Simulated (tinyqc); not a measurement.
Implant damage, amorphisation by cascade overlap, and solid-phase epitaxial regrowth: one step, computed by the program tinyqc. Command: `OMP_NUM_THREADS=1 python tinyqc.py 3113231 3113232 out.jsonl sper walk`. One thread of a shared host (Intel(R) Xeon(R) Processor @ 2.30GHz), about 0.01 s of CPU time with the checks.

Range and width of the damage are inputs. Dynamic annealing enters only through the surviving share f.

Question. Isothermal regrowth. v = v0 x orientation factor x exp(-E_a/(k_B T)) x [1 + (enhancement - 1) exp(-(z - R_d)^2/(2 s_d^2))], T = anneal temperature + 273.15 K; the dopant is taken to follow the damage profile; the lower front moves from the lower edge z2 to the surface, or to the middle (z1 + z2)/2 of a buried layer with upper edge z1; time = int dz/v; the equivalent undoped distance is that time times the undoped velocity.

Inputs (values chosen for the exercise, modelled on arsenic ions in germanium): depth of the damage peak R_d = 15 nm; width of the damage profile s_d = 10 nm; regrowth prefactor v0 = 2.1e+16 nm/s; regrowth energy E_a = 2.15 eV; anneal temperature = 404 C; rate relative to (100) = 0.04; peak enhancement by the dopant = 5.3.

lower edge = 43.48306 nm

upper edge = 0 nm

Constants: k_B = 8.617333262e-05 eV/K.

Give: undoped velocity; distance to regrow; time without enhancement; equivalent undoped distance; time with enhancement.

Answer.

undoped velocity = 0.083680 nm/s

distance to regrow = 43.483 nm

time without enhancement = 519.64 s

equivalent undoped distance = 17.149 nm

time with enhancement = 204.94 s

The rate doubles for each 13 K or so near this temperature. Caution: regrowth on (111) is not only slow but leaves twins, which a single velocity does not describe.
